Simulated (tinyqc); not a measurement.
What moves the count of states: density of states of one tight-binding band of a chain.

E(k) = -2 t cos(2 pi k) - 2 t2 cos(4 pi k); k in fractions of the reciprocal vectors, mesh k_i = j/N with j = 0 .. N-1. Densities are per cell and per spin, so the band holds one state.

Each interval of the mesh is a segment with E linear in k: n = (E - e1)/(e2 - e1), g = 1/(e2 - e1) between its end values.

Gaussian broadening: g(E) = mean over the mesh of exp(-(E - E_k)^2/(2 sigma^2))/(sigma sqrt(2 pi)), n(E) = mean of erfc((E_k - E)/(sigma sqrt 2))/2.

Values chosen for the exercise: t = 2.49 eV (nearest hopping); t2 = 0.16 eV (second hopping); E = -1.41 eV (energy at which the density is wanted); sigma = 0.498 eV (Gaussian width).

Linear method and Gaussian sum with N = 400.

One parameter was then changed.

Results before and after:
```
case     n linear  g linear (1/eV)  n Gaussian  g Gaussian (1/eV)
base       0.3919           0.0624      0.3917             0.0628
changed    0.4074           0.0621      0.4073             0.0625
```

Which of these changes was made? (a) t = 2.739 eV; (b) t2 = 0.285 eV; (c) sigma = 0.996 eV; (d) E = -1.161 eV.

Answer: (d) E = -1.161 eV. Of the candidates, run in turn, only this one gives the changed row.

All candidates:
```
case              n linear  g linear (1/eV)  n Gaussian  g Gaussian (1/eV)
base                0.3919           0.0624      0.3917             0.0628
t = 2.739 eV        0.4014           0.0569      0.4012             0.0572
E = -1.161 eV       0.4074           0.0621      0.4073             0.0625
sigma = 0.996 eV    0.3919           0.0624      0.3909             0.0642
t2 = 0.285 eV       0.3805           0.0588      0.3804             0.0592
```

Program tinyqc; command `OMP_NUM_THREADS=1 python tinyqc.py 1652238 1652239 out.jsonl`; about 0.01 s on one thread of a shared Intel(R) Xeon(R) Processor @ 2.30GHz.
